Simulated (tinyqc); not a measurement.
Inversion-layer mobility, back-scattering and ballistic limit of a field-effect transistor: one step, computed by the program tinyqc. Command: `OMP_NUM_THREADS=1 python tinyqc.py 3022756 3022757 out.jsonl mos walk`. One thread of a shared host (Intel(R) Xeon(R) Processor @ 2.30GHz), about 0.01 s of CPU time with the checks.

The charge at the top of the source barrier is fixed by the gate; series resistance and short-channel effects are left out. F_j are Fermi integrals normalised to exp(eta) in the classical limit.

Question. Effective mobility. mu_phonon = mu_ph (E_eff/1 MV/cm)^(-0.3) (T/300 K)^(-1.75); mu_rough = mu_sr (E_eff/1 MV/cm)^(-2); mu_Coulomb = mu_C (N_inv/1e12 cm^-2) (T/300 K); Matthiessen's rule adds 1/mu.

Inputs (values chosen for the exercise, modelled on a silicon p-channel):
```
quantity                                     value        unit
phonon mobility at 1 MV/cm and 300 K, mu_ph    100  cm^2/(V s)
roughness mobility at 1 MV/cm, mu_sr           130  cm^2/(V s)
Coulomb mobility at N_inv = 1e12/cm^2, mu_C    210  cm^2/(V s)
temperature T                                  300           K
```

Statistics at the top of the barrier: Fermi-Dirac.

inversion density N_inv = 1.253979e+13 1/cm^2

effective field E_eff = 0.6659239 MV/cm

Give: phonon part; roughness part; Coulomb part; effective mobility mu.

Answer.

phonon part = 113.0 cm^2/(V s)

roughness part = 293.2 cm^2/(V s)

Coulomb part = 2633 cm^2/(V s)

effective mobility mu = 79.10 cm^2/(V s)

The phonon part is the lowest and holds 70 % of 1/mu.
